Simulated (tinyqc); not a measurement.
Deformation-potential model of the Delta valleys of a conduction band: one step. Conductivity mass tensor. Three cases, with inputs chosen for the exercise.

Task: With one scattering time for all valleys the conductivity goes as M = sum_i n_i (inverse mass tensor of valley i); along the unit vector u, 1/m_c = u.M.u. Without stress 1/m_c = (1/ml + 2/mt)/3. Take u along [001].

Valleys with axes along x, y and z, each a pair at +k and -k. Herring-Vogt shift of a valley with unit axis a: dE = Xd tr(e) + Xu a.e.a. Non-degenerate shares n_i = exp(-dE_i/kT)/sum_j exp(-dE_j/kT). Inverse mass tensor of a valley: (1 - a a)/mt + a a/ml; the masses are taken as independent of strain.

Give: M; m_c along [001]; m_c without stress.

Case 1.

Values chosen (out of a larger set: near those of Si; not measured data): ml = 0.902 m0 (longitudinal mass); mt = 0.189 m0 (transverse mass).

shares: x 0.060990, y 0.060990, z 0.878019

Result:

M (1/m0):
```
       x      y      z
x  5.036  0.000  0.000
y  0.000  5.036  0.000
z  0.000  0.000  1.619
```

m_c along [001] = 0.6177 m0
m_c without stress = 0.2566 m0

The repopulation alone changes the mobility along [001] by -58.5 %; with all electrons in the valleys lightest or heaviest along this direction it would change by +36 or -72 %.

Case 2.

Values chosen (out of a larger set: near those of Si; not measured data): ml = 0.94 m0 (longitudinal mass); mt = 0.188 m0 (transverse mass).

shares: x 0.333333, y 0.333333, z 0.333333

Result:

M (1/m0):
```
       x      y      z
x  3.901  0.000  0.000
y  0.000  3.901  0.000
z  0.000  0.000  3.901
```

m_c along [001] = 0.2564 m0
m_c without stress = 0.2564 m0

The mobility along [001] does not change; with all electrons in the valleys lightest or heaviest along this direction it would change by +36 or -73 %.

Case 3.

Values chosen (out of a larger set: near those of Si; not measured data): ml = 0.915 m0 (longitudinal mass); mt = 0.192 m0 (transverse mass).

shares: x 0.333333, y 0.333333, z 0.333333

Result:

M (1/m0):
```
       x      y      z
x  3.837  0.000  0.000
y  0.000  3.837  0.000
z  0.000  0.000  3.837
```

m_c along [001] = 0.2607 m0
m_c without stress = 0.2607 m0

The mobility along [001] does not change; with all electrons in the valleys lightest or heaviest along this direction it would change by +36 or -72 %.

Computed by tinyqc, one run a case: `OMP_NUM_THREADS=1 python tinyqc.py N N+1 out.jsonl` with N = 1050508, 1050610, 1051382; one thread of a shared Intel(R) Xeon(R) Processor @ 2.30GHz, about 0.02 s a run at most.
